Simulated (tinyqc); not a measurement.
From results back to parameters: optical gain and spontaneous emission in a bulk direct-gap semiconductor. Three cases, with inputs chosen for the exercise.

Problem. The gain spectrum crosses zero at E0 = Eg + Fc + Fv; n = p is hidden.

F_j(eta) = (1/Gamma(j + 1)) integral_0^infinity x^j dx/(1 + exp(x - eta)), which tends to exp(eta) for eta << 0.

Quasi-Fermi levels: n = Nc F_1/2(Fc/kT) and p = Nv F_1/2(Fv/kT), Fc counted up from the conduction edge and Fv down from the valence edge; Nc, Nv from N = 2 (m kB T/(4 pi c))^(3/2) with c = hbar^2/2m0, in 1/angstrom^3; times 1e24 for 1/cm^3, with me and (mhh^(3/2) + mlh^(3/2))^(2/3).

Constants: hbar^2/2m0 = 3.80998211 eV angstrom^2; kB = 8.617333262e-05 eV/K.

Find: Fc; Fv; n.

Method. Fc + Fv rises steadily with n, so one n gives E0 - Eg; solve by bisection on ln n.

Case 1.

Values chosen (near those of InGaAs; the results hold for these values, not for the real material): Eg = 0.75 eV (direct gap); me = 0.0422 m0 (electron mass); mhh = 0.442 m0 (heavy-hole mass); mlh = 0.0531 m0 (light-hole mass); T = 250 K.

E0 = 0.83228 eV

Solution.

Fc = 0.110 eV
Fv = -0.027 eV
n = 1.5e+18 1/cm^3

Case 2.

Values chosen (near those of GaAs; the results hold for these values, not for the real material): Eg = 1.395 eV (direct gap); me = 0.065 m0 (electron mass); mhh = 0.49 m0 (heavy-hole mass); mlh = 0.0836 m0 (light-hole mass); T = 300 K.

E0 = 1.49127 eV

Solution.

Fc = 0.120 eV
Fv = -0.023 eV
n = 3.3e+18 1/cm^3

Case 3.

Values chosen (near those of InGaAs; the results hold for these values, not for the real material): Eg = 0.76 eV (direct gap); me = 0.0422 m0 (electron mass); mhh = 0.446 m0 (heavy-hole mass); mlh = 0.0516 m0 (light-hole mass); T = 350 K.

E0 = 0.90294 eV

Solution.

Fc = 0.175 eV
Fv = -0.032 eV
n = 3.0e+18 1/cm^3

Computed by tinyqc, one run a case: `OMP_NUM_THREADS=1 python tinyqc.py N N+1 out.jsonl` with N = 1680916, 1680922, 1680924; one thread of a shared Intel(R) Xeon(R) Processor @ 2.30GHz, about 0.09 s a run at most.
